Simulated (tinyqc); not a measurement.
From results back to parameters: carrier statistics of a doped semiconductor with parabolic bands. Two cases, with inputs chosen for the exercise.

Problem. With Boltzmann statistics and no minority carriers, p (p + ND)/(NA - ND - p) = K(T) = (N(T)/4) exp(-E/kB T), E the ionisation energy of the majority dopant and N = 2 (m kB T/(4 pi c))^(3/2) with c = hbar^2/2m0, in 1/angstrom^3; times 1e24 for 1/cm^3, m = m_d. E = EA is known; the two densities were computed from hidden NA and ND.

Constants: hbar^2/2m0 = 3.80998211 eV angstrom^2; kB = 8.617333262e-05 eV/K.

Case 1.

Values chosen (near those of GaN; not measured data): EA = 0.178 eV (acceptor level above Ev); m_d = 1.499 m0 (density-of-states mass of the majority band); Ta = 278 K; Tb = 511 K.

p(Ta) = 1.804809e+16 1/cm^3
p(Tb) = 7.012639e+16 1/cm^3

Case 2.

Values chosen (near those of Si; not measured data): EA = 0.0453 eV (acceptor level above Ev); m_d = 0.591 m0 (density-of-states mass of the majority band); Ta = 60 K; Tb = 118 K.

p(Ta) = 2.289837e+14 1/cm^3
p(Tb) = 3.112511e+16 1/cm^3

Find: K(Ta), K(Tb); NA; ND.

Solution. Each temperature gives one linear equation, K NA - (K + p) ND = p^2 + K p; solve the pair.

Case 1.

K(Ta), K(Tb) (1/cm^3): 6.091e+15  4.494e+17

NA = 8.50e+16 1/cm^3
ND = 3.40e+15 1/cm^3

Case 2.

K(Ta), K(Tb) (1/cm^3): 3.994e+13  8.171e+15

NA = 5.20e+17 1/cm^3
ND = 7.70e+16 1/cm^3

Computed by tinyqc, one run a case: `OMP_NUM_THREADS=1 python tinyqc.py N N+1 out.jsonl` with N = 1651892, 1652151; one thread of a shared Intel(R) Xeon(R) Processor @ 2.30GHz, about 0.01 s a run at most.
